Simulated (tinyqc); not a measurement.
Inside a calculation. Method: Hubbard chain of 4 sites. Computed by tinyqc, a small Python program that keeps every step. Settings: hopping = 1.12, U = 7.4, mixing = 1, iteration cap = 67. Command: `OMP_NUM_THREADS=1 python tinyqc.py 29376 29377 out.jsonl` (the two numbers bound the seeds that draw the settings). One thread of a shared host (Intel(R) Xeon(R) Processor @ 2.60GHz), about 0.2 s of CPU time with the checks. Later iterations appear only in the table of the cycle.

## Mean-field iteration 1

one-body matrix (hopping and site energies) (eV):
```
         1        2        3        4
1  -0.6300  -1.1200   0.0000   0.0000
2  -1.1200   0.1400  -1.1200   0.0000
3   0.0000  -1.1200   0.9300  -1.1200
4   0.0000   0.0000  -1.1200  -0.0100
```

U = 7.4000 eV

electrons, up and down: 2  1

mixing = 1

n(up) at the start (a guess, not normalised): 1 0.8000, 2 0.2000, 3 0.8000, 4 0.2000

n(down) at the start (a guess): 1 0.0000, 2 0.5500, 3 0.0000, 4 0.5500

H(up) = T + U n(down), H(down) = T + U n(up); fill the lowest levels; n(new) = n + mixing (n(out) - n); E = tr T (rho up + rho down) + U sum n_up n_down of the output.

levels, up (eV): -0.9188  0.3482  4.2132  4.9274

levels, down (eV): 0.9627  1.3994  5.5558  7.3121

energy = -0.9693 eV

n(up) after iteration 1: 1 0.9601, 2 0.0999, 3 0.8626, 4 0.0773

n(down) after iteration 1: 1 0.0394, 2 0.5885, 3 0.0633, 4 0.3087

## Mean-field iteration 2

As before.

levels, up (eV): -0.6276  0.4757  2.8726  5.1093

levels, down (eV): 0.2554  0.6205  6.6490  7.7052

energy = -0.7251 eV

n(up) after iteration 2: 1 0.9564, 2 0.0874, 3 0.6942, 4 0.2620

n(down) after iteration 2: 1 0.0106, 2 0.3262, 3 0.0463, 4 0.6169

## Convergence

Each step fills the lowest levels of T + U n(other spin) and sets n(new) = n + mixing (n(out) - n); stop when output and input agree to 1e-8.

Course of the cycle:
```
iteration     E (eV)  largest |n(out) - n(in)|  mean |n_up - n_down|
1          -0.969340                  2.41e-01                0.6100
2          -0.725107                  3.08e-01                0.5468
3          -0.369472                  5.94e-01                0.5909
4           2.622365                  9.13e-01                0.3708
5           1.747052                  9.31e-01                0.3924
6           3.224859                  9.32e-01                0.3274
7           1.979566                  9.31e-01                0.3416
8           3.356663                  9.18e-01                0.3040
9           2.003199                  9.18e-01                0.3218
10          3.423482                  9.12e-01                0.2936
11          2.000672                  9.12e-01                0.3125
...              ...                       ...                   ...
57          1.983850                  9.08e-01                0.3036
58          3.502117                  9.08e-01                0.2839
59          1.983850                  9.08e-01                0.3036
60          3.502117                  9.08e-01                0.2839
61          1.983850                  9.08e-01                0.3036
62          3.502117                  9.08e-01                0.2839
63          1.983850                  9.08e-01                0.3036
64          3.502117                  9.08e-01                0.2839
65          1.983850                  9.08e-01                0.3036
66          3.502117                  9.08e-01                0.2839
67          1.983850                  9.08e-01                0.3036
```

Not converged within 67 iterations: the residual has stopped falling: the iteration swings between two states. The lowest mean-field energy found from random starts is -2.07588 eV. Reruns (cap 100 unless said): mixing 0.2: not converged; mixing 0.5: not converged; mixing 0.9: not converged; the original settings with a cap of 400: not converged.

## Exact diagonalisation (24 states)

Lowest levels of the sector, and the double occupancy of the lowest state.

lowest levels (eV): -2.4940  -2.0395  -1.8110  -0.7259  -0.3667  -0.1823

double occupancy per site = 0.0188

## The lowest level by Lanczos steps

From a random start vector (not printed): a_j = <q_j|H|q_j>, b_j = norm of the remainder after orthogonalising; the Ritz value is the lowest eigenvalue of the tridiagonal matrix of a and b so far.

Lanczos:
```
j   a_j (eV)  b_j (eV)  lowest Ritz value (eV)
1     3.9950    5.2232                3.994996
2     3.7121    2.8549               -1.371585
3     4.8628    3.8843               -2.013663
4     3.5434    1.8282               -2.345266
5     5.0087    4.5925               -2.382066
6     3.8333    3.3862               -2.418239
7     5.9470    3.5541               -2.444239
8     2.5878    3.1489               -2.469446
9     6.2008    2.2496               -2.487936
10    2.2357    2.0167               -2.492755
```
